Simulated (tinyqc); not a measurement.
## Insulator thickness and V0 from two charges

Inverse problem. In an undoped wire Vg - V0 = Q/Cox + Vt ln(Q/Q0) + Vt ln(1 + Q/Q0) at the source, with Q0 = 4 eps0 eps_r Vt/R and Cox = eps0 eox/(R ln(1 + tox/R)). Find Cox, tox and V0.

Parameters, values chosen for the exercise; material values close to those of silicon:
- T = 273 K (temperature)
- eps_r = 11.7 (relative permittivity of the semiconductor)
- eox = 22.7 (relative permittivity of the gate insulator)
- R = 10 nm (wire radius)

Constants: q = 1.602176634e-19 C, kB = 1.380649e-23 J/K, Vt = kB T/q, eps0 = 8.8541878128e-14 F/cm where lengths are in cm. Results are converted to the units shown.

Qs at Vg = 0.7 and 1.1 V (nC/cm^2): [957.62027, 2732.3876]

Answer. The two equations are linear in 1/Cox and V0; tox follows by inverting the logarithm.

Cox = 5.04 uF/cm^2
tox = 4.90 nm
V0 = 0.400 V

Program tinyqc, `OMP_NUM_THREADS=1 python tinyqc.py 2460016 2460017 out.jsonl`; Intel Xeon 2.30GHz, shared host, one thread, about 0.02 s.
